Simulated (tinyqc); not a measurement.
Depolarisation shift: optical transitions of a finite quantum well.

Each carrier sees a square well of width L with its own depth V and masses m (inside), mb (outside); c = hbar^2/2m0, k = sqrt(m E/c), kappa = sqrt(mb (V - E)/c), and level n solves k L + 2 atan[(k/m)/(kappa/mb)] = n pi. The envelope is cos(kz) for odd n and sin(kz) for even n inside, joins exp(-kappa (|z| - L/2)) outside, and is normalised to 1. Excitons and band mixing are left out.

Constants: hbar^2/2m0 = 3.80998211 eV angstrom^2; e^2/(4 pi eps0) = 14.39964547 eV angstrom.

Values chosen for the exercise (near those of an InGaAs well in InP; not measured data):
- L = 72 angstrom (well width)
- Vc = 0.258 eV (conduction offset)
- me = 0.0408 m0 (electron, well)
- meb = 0.0804 m0 (electron, barrier)
- eps = 12 (background dielectric constant)
- Nss = (0.081, 0.2, 0.41, 0.81, 1.2, 1.6, 2.4) x 1e12/cm^2 (sheet densities)

The collective line lies at E12 sqrt(1 + a), a = 8 pi q (n1 - n2) S/(eps E12), q = e^2/(4 pi eps0), S = integral over z of (integral up to z of psi_1 psi_2)^2. Zero temperature with the mass me in both subbands: n1 - n2 = Ns until Ns reaches D E12, D = me/(2 pi c), and D E12 beyond. 1e12/cm^2 = 1e-4/angstrom^2; exchange and the static band bending by the charge are left out.

Line position:

| Ns (1e12/cm^2) | n1 - n2 | a | line (meV) | shift (meV) |
|---|---|---|---|---|
| 0.081 | 0.081 | 0.0082 | 173.88 | 0.71 |
| 0.41 | 0.410 | 0.0414 | 176.73 | 3.55 |
| 0.81 | 0.810 | 0.0818 | 180.12 | 6.94 |
| 1.2 | 1.200 | 0.1212 | 183.37 | 10.19 |
| 1.6 | 1.600 | 0.1616 | 186.64 | 13.47 |
| 2.4 | 2.400 | 0.2424 | 193.03 | 19.85 |

Give the missing row, Ns (1e12/cm^2) = 0.20.

Computed row:
```
Ns (1e12/cm^2)  n1 - n2       a  line (meV)  shift (meV)
0.20              0.200  0.0202      174.92         1.74
```

S = 5.799 angstrom
E12 = 173.18 meV

The upward shift grows from 0.71 to 19.85 meV, 11.5 % of E12 at most. For small a the shift is a E12/2, linear in Ns; in the last row that rule gives 20.99 meV. S/L = 0.0805, against 5/(9 pi^2) = 0.0563 for hard walls.

tinyqc: `OMP_NUM_THREADS=1 python tinyqc.py 1280622 1280623 out.jsonl`; about 0.06 s, one thread, shared Intel(R) Xeon(R) Processor @ 2.30GHz.
